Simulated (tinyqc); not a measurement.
Inside a calculation. Method: FCI on RHF in the 6-31g basis, for He, spin multiplicity 1. One step of it, computed by the program tinyqc.

Question. FCI: determinants and Hamiltonian. Slater-Condon rules over spin orbitals, with the nuclear repulsion added and E(HF) subtracted on the diagonal.

one-electron integrals over orbitals h = C^T H C (hartree):
```
,1,2
1,-1.941034,0.316490
2,0.316490,-0.088737
```

Two-electron integrals over orbitals (pq|rs), unique and non-zero (hartree):
```
p,q,r,s,(pq|rs)
1,1,1,1,1.026907
2,1,1,1,-0.316490
2,1,2,1,0.227670
2,2,1,1,0.858133
2,2,2,1,-0.255554
2,2,2,2,0.766363
```

nuclear repulsion = 0 hartree

Hartree-Fock energy = -2.85516043 hartree

Give: determinants; H - E(HF) between determinants.

Answer.

Occupation strings over the orbitals (2 doubly, a alpha, b beta, 0 empty; spin orbitals ordered 1a 1b 2a 2b ...): 20 ab ba 02

H - E(HF) between determinants (hartree), lower triangle:
```
,20,ab,ba,02
20,0.0000
ab,0.0000,1.6835
ba,0.0000,-0.2277,1.6835
02,0.2277,0.0609,-0.0609,3.4440
```
